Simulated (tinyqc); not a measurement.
Thresholds of impact ionisation and Auger recombination from band masses: sweeps and comparisons. A value that a table varies takes the place of the one given here.

Parabolic bands, no phonon. At threshold the three slow carriers share one velocity. With M their total mass and m4 the mass of the fast carrier, the fast carrier has the kinetic energy E_T = G M/(M - m4) and the slow ones together E_a = G m4/(M - m4), the activation energy of the Auger rate. CCCH (fast electron): G = Eg, M = 2 me + mh, m4 = me. CHHS (hole into the split-off band): G = Eg - Dso, M = 2 mh + me, m4 = ms; this form holds for Eg > Dso (below, the process needs about Dso - Eg and is marked by a dash). CHHL (hole into the light band): G = Eg, M = 2 mh + me, m4 = ml. CHHH (fast heavy hole): G = Eg, M = 2 mh + me, m4 = mh.

Non-parabolic fast electron: E (1 + alpha E) = c k^2/me with alpha = (1 - me)^2/Eg; the slow carriers stay parabolic, so E_T = Eg + me E_T (1 + alpha E_T)/M, M = 2 me + mh (the root between Eg and 1.9 Eg).

Constants: kB = 8.617333262e-05 eV/K; hc = 1239.841984 eV nm.

Values chosen for the exercise (near those of GaSb, gap at low temperature and not tied to T; not measured data):
```
symbol  value   unit  meaning
Eg      0.799   eV    gap at Gamma to the s-like level
Dso     0.776   eV    spin-orbit splitting
me      0.0382  m0    electron mass at Gamma
mh      0.35    m0    heavy-hole mass
ms      0.121   m0    split-off mass
ml      0.044   m0    light-hole mass
T       300     K     temperature
```

## The gap of an alloy series

Eg is varied with me and ml proportional to it; mh, ms and Dso are kept. E_a of three processes; wavelength hc/Eg.

Results:
```
Eg (eV)  wavelength (micrometre)      me  CCCH (meV)  CCCH non-parabolic (meV)  CHHS (meV)  CHHL (meV)  log10 exp(-E_a/kT), non-parabolic
0.240                       5.17  0.0115         7.6                      16.1           -         4.5                              -0.27
0.400                       3.10  0.0191        20.7                      45.5           -        12.6                              -0.76
0.599                       2.07  0.0286        45.3                     104.2           -        28.4                              -1.75
0.799                       1.55  0.0382        78.6                     190.1         4.5        50.6                              -3.19
0.999                       1.24  0.0478       120.0                     305.4        43.1        79.3                              -5.13
1.278                       0.97  0.0611       189.9                     522.2        94.9       130.2                              -8.77
1.598                       0.78  0.0764       286.3                     867.9       151.8       204.3                             -14.58
```

E_a of CCCH goes nearly as Eg^2 (power 1.91 over the table), as both G and me grow; the non-parabolic value goes with the power 2.10, and its Boltzmann factor spans 14.3 decades; rows with E_a far above kT are formal, since phonon-assisted processes and side valleys rule there. CHHS is resonant at Eg = Dso = 0.776 eV, with no activation, and is the easiest process near there; it has the lowest E_a of the parabolic values for Eg = 0.799, 0.999, 1.278 and 1.598 eV.

## The mass ratio

mu = me/mh is varied; thresholds in units of Eg for ionisation started by an electron, (1 + 2 mu)/(1 + mu), and by a heavy hole, (2 + mu)/(1 + mu).

Results:
```
mu     electron (Eg)  hole (Eg)  electron (eV)  hole (eV)
0.040         1.0385     1.9615          0.830      1.567
0.064         1.0602     1.9398          0.847      1.550
0.109         1.0983     1.9017          0.878      1.519
0.380         1.2754     1.7246          1.019      1.378
1.000         1.5000     1.5000          1.198      1.198
1.900         1.6552     1.3448          1.322      1.075
2.100         1.6774     1.3226          1.340      1.057
```

The two thresholds add up to 3 Eg in every row and are equal, 3/2 Eg, at mu = 1. The lighter carrier has the lower threshold; in the first row the two differ by 0.738 eV, which would favour one carrier in avalanche multiplication. Real ionisation rates depend on the whole band structure and can be nearly equal although the edge masses differ.

## What each parameter does

Activation energies. Each row changes one parameter from the base and keeps the others.

Results:
```
case             CCCH (meV)  CCCH non-parabolic (meV)  CHHL (meV)
base                  78.62                    190.08       50.64
Eg = 0.7191 eV        70.76                    171.07       45.58
Dso = 0.8536 eV       78.62                    190.08       50.64
me = 0.042 m0         85.61                    211.20       50.37
mh = 0.315 m0         86.42                    215.22       56.32
ms = 0.1331 m0        78.62                    190.08       50.64
ml = 0.0396 m0        78.62                    190.08       45.29
```

The largest shifts from the base row, up to three for each result and ties (the steps differ in size, so this ranks the rows, not the parameters). CCCH (meV): Eg -7.86, mh +7.79, me +6.98; unchanged at the printed digits by Dso, ms and ml. CCCH non-parabolic (meV): mh +25.14, me +21.12, Eg -19.01; unchanged at the printed digits by Dso, ms and ml. CHHL (meV): mh +5.68, ml -5.35, Eg -5.06; unchanged at the printed digits by Dso and ms.

Computed by tinyqc, a small Python program: `OMP_NUM_THREADS=1 python tinyqc.py 1880826 1880827 out.jsonl` (the numbers bound the seed that draws the inputs); one thread of a shared host (Intel(R) Xeon(R) Processor @ 2.30GHz), about 0.01 s for the whole set of steps.
